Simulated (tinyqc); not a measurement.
Temperature and isotope dependence of a band gap in oscillator models: sweeps and comparisons. A value that a table varies takes the place of the one given here.

E(T) = E0 - sum_i sl_i th_i n_i(T), n = 1/(exp(th/T) - 1). The same coupling lowers the gap at 0 K by the zero-point term ZP = sum_i sl_i th_i/2, so the gap of the static lattice is E0 + ZP. Thermal expansion is taken as part of the slopes.

Two-parameter forms are made to pass through the falls at the two temperatures T12: Varshni aV T^2/(T + bV), from the line T^2/fall = (T + bV)/aV; one oscillator s1 t1/(exp(t1/T) - 1), with t1 from the ratio of the falls.

Constants: kB = 8.617333262e-05 eV/K; hbar^2/2m0 = 3.80998211 eV angstrom^2.

Values chosen for the exercise (near those of GaN; not measured data):

| symbol | value | unit | meaning |
|---|---|---|---|
| E0 | 3.465 | eV | gap at 0 K |
| th | (195, 772) | K | temperatures of two oscillators |
| sl | (0.1332, 0.4458) | meV/K | their high-temperature slopes |
| T12 | (300, 670) | K | temperatures of the fits |
| mm | 0.57 | m0 | geometric mean of the density-of-states masses |
| T | 300 | K | temperature |

## How far the fits carry

Falls of the gap from E0, and errors of the two fits against the model.

Results:

| T (K) | fall (meV) | Varshni - model (meV) | one oscillator - model (meV) | fall/ZP |
|---|---|---|---|---|
| 20 | 0.00 | 0.30 | 0.00 | 0.000 |
| 50 | 0.54 | 1.29 | -0.53 | 0.003 |
| 100 | 4.46 | 2.62 | -3.27 | 0.024 |
| 200 | 23.14 | 3.55 | -2.88 | 0.125 |
| 300 | 56.79 | 0.00 | 0.00 | 0.307 |
| 400 | 99.78 | -4.02 | 1.48 | 0.539 |
| 600 | 198.96 | -3.64 | 0.89 | 1.075 |
| 800 | 305.92 | 11.63 | -2.20 | 1.653 |

How do the results move?

Below the first fit point the largest errors are +3.55 meV (Varshni, 200 K, on a fall of 23.14 meV) and -3.27 meV (one oscillator, 100 K); a T^2 law cannot freeze out; a single oscillator misses the soft modes. At 800 K, beyond the second fit point, they are +11.6 and -2.2 meV, so the oscillator extrapolates better here. The thermal fall equals ZP between 400 and 600 K.

## What the shift does to the intrinsic density

ni = 2 (mm kT/(4 pi c))^(3/2) exp(-E/2kT), c = hbar^2/2m0, with E(T) and with E0; 1 angstrom^-3 = 1e24 cm^-3. Apparent gap from an Arrhenius plot of ni/T^(3/2): E(T) - T dE/dT, dE/dT = -sum sl_i (th_i/T)^2 n_i (1 + n_i).

Results:

| T (K) | E(T) (eV) | ni (cm^-3) | ni with E(T) / ni with E0 | apparent gap (eV) |
|---|---|---|---|---|
| 200 | 3.4419 | 2.53e-25 | 1.957 | 3.4957 |
| 250 | 3.4266 | 2.38e-16 | 2.440 | 3.5114 |
| 300 | 3.4082 | 2.54e-10 | 2.999 | 3.5260 |
| 350 | 3.3876 | 5.55e-06 | 3.611 | 3.5386 |
| 400 | 3.3652 | 0.0105 | 4.252 | 3.5494 |
| 500 | 3.3171 | 445 | 5.563 | 3.5663 |
| 700 | 3.2132 | 1.04e+08 | 8.065 | 3.5881 |

What does this show, and why?

Using E0 in place of E(T) understates ni by a factor that rises from 1.96 to 8.06, towards exp(sum sl/2kB) = 28.8. The slope of an Arrhenius plot returns neither E(T) nor E0 but the intercept of the tangent, 3.5260 eV at 300 K, which lies 61 meV above E0 and tends to the static gap 3.6501 eV.

## What each parameter does

Gap at T, slope -sum sl_i (th_i/T)^2 n_i (1 + n_i) and ZP. Each row changes one parameter from the base and keeps the others.

Results:

| case | E(T) (eV) | dE/dT (meV/K) | ZP (meV) |
|---|---|---|---|
| base | 3.4082 | -0.3925 | 185.07 |
| T = 340 K | 3.3918 | -0.4247 | 185.07 |
| E0 = 3.475 eV | 3.4182 | -0.3925 | 185.07 |
| th = (195, 926) K | 3.4169 | -0.3415 | 219.39 |
| sl = (0.1732, 0.4458) meV/K | 3.3997 | -0.4311 | 188.97 |

How do the results move?

The largest shifts from the base row, up to three for each result and ties (the steps differ in size, so this ranks the rows, not the parameters). E(T) (eV): T -0.0164, E0 +0.0100, th +0.0087. dE/dT (meV/K): th +0.0510, sl -0.0386, T -0.0322; unchanged at the printed digits by E0. ZP (meV): th +34.33, sl +3.90; unchanged at the printed digits by T and E0.

Program tinyqc; command `OMP_NUM_THREADS=1 python tinyqc.py 1851177 1851178 out.jsonl`; about 0.01 s on one thread of a shared Intel(R) Xeon(R) Processor @ 2.30GHz.
